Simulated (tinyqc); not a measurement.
Raman shift of the zone-centre optical phonon of a diamond-structure crystal under stress: one step, computed by the program tinyqc. Command: `OMP_NUM_THREADS=1 python tinyqc.py 3020163 3020164 out.jsonl ramanstress walk`. One thread of a shared host (Intel(R) Xeon(R) Processor @ 2.30GHz), about 0.01 s of CPU time with the checks.

Axes x, y, z are the cube axes. Strain shifts the threefold optical mode and can split it; p, q and r are the phonon deformation potentials.

Task: The line seen from a (001) surface. Backscattering from a (001) surface: incident polarisation (cos phi, sin phi, 0). With Raman tensors (R_z)_xy = (R_z)_yx = 1 and cyclic, only the z component u_z of a mode counts: I = u_z^2 sin^2(2 phi) for parallel and u_z^2 cos^2(2 phi) for crossed polarisers. An unresolved line sits at the intensity-weighted shift, which is M_zz/(2 omega_0).

Inputs (values chosen for the exercise, modelled on silicon): stress sigma (tension positive) = -0.49 GPa; polarisation angle phi = 60 degree.

Stress state: uniaxial. Axis: [111].

M/(2 omega_0) (1/cm):
```
           x          y          z
x  0.9370951  0.3672370  0.3672370
y  0.3672370  0.9370951  0.3672370
z  0.3672370  0.3672370  0.9370951
```

Give: total intensity, parallel; total intensity, crossed; shift of the observed line; shift per stress; stress per shift.

Result:

total intensity, parallel = 0.75

total intensity, crossed = 0.25

shift of the observed line = 0.9371 1/cm

shift per stress = -1.912 1/(cm GPa)

stress per shift = -522.9 MPa cm

Shear mixes z with x and y, so the line is a blend of modes with different shifts. Caution: this stress has components normal to the (001) face, so it cannot reach a free (001) surface; it can act on buried material.
